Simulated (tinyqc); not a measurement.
What each value does: bond-orbital model of a tetrahedral semiconductor (Harrison's universal couplings).

Hybrid level eh = (es + 3 ep)/4; metallic energy V1 = (ep - es)/4 for each atom; covalent energy V2 = 3.22 hbar^2/(m d^2); polar energy V3 = (ehc - eha)/2; hbar^2/m = 2c, c = hbar^2/2m0. Polarity ap = V3/sqrt(V2^2 + V3^2), covalency ac = V2/sqrt(V2^2 + V3^2). p-p coupling at Gamma Exx = (4/3)(2.22 - 2 x 0.63) hbar^2/(m d^2) = 1.28 hbar^2/(m d^2), s-s coupling Ess = 4 x 1.32 hbar^2/(m d^2).

Constants: hbar^2/2m0 = 3.80998211 eV angstrom^2.

Values chosen for the exercise (near tabulated values for InP; the model gives trends, and its gaps can be far from the real ones; the results hold for these values, not for the real material):
```
symbol  value   unit      meaning
esc     -10.11  eV        s level, cation
epc     -5.31   eV        p level, cation
esa     -19.47  eV        s level, anion
epa     -9.48   eV        p level, anion
d       2.55    angstrom  bond length
```

The bond-antibond splitting is 2 sqrt(V2^2 + V3^2). E0 is the upper root of [[esa, 5.28 u], [5.28 u, esc]] less the lower root of [[epa, 1.28 u], [1.28 u, epc]], u = hbar^2/(m d^2). Each row changes one parameter from the base and keeps the others.

Results:
```
case                  ap  bond-antibond splitting (eV)  Ev (eV)  E0 (eV)
base              0.5867                         9.319   -9.963    2.931
esc = -9.61 eV    0.5954                         9.393   -9.963    3.335
epc = -4.81 eV    0.6122                         9.544   -9.920    2.888
esa = -18.97 eV   0.5778                         9.246   -9.963    3.033
epa = -8.98 eV    0.5594                         9.104   -9.515    2.483
d = 2.6 angstrom  0.6016                         9.088   -9.931    2.712
```

The largest shifts from the base row, up to three for each result and ties (the steps differ in size, so this ranks the rows, not the parameters). ap: epa -0.0273, epc +0.0255, d +0.0149. bond-antibond splitting (eV): d -0.231, epc +0.225, epa -0.215. Ev (eV): epa +0.448, epc +0.043, d +0.033; unchanged at the printed digits by esc and esa. E0 (eV): epa -0.448, esc +0.403, d -0.220.

tinyqc: `OMP_NUM_THREADS=1 python tinyqc.py 1451748 1451749 out.jsonl`; about 0.01 s, one thread, shared Intel(R) Xeon(R) Processor @ 2.30GHz.
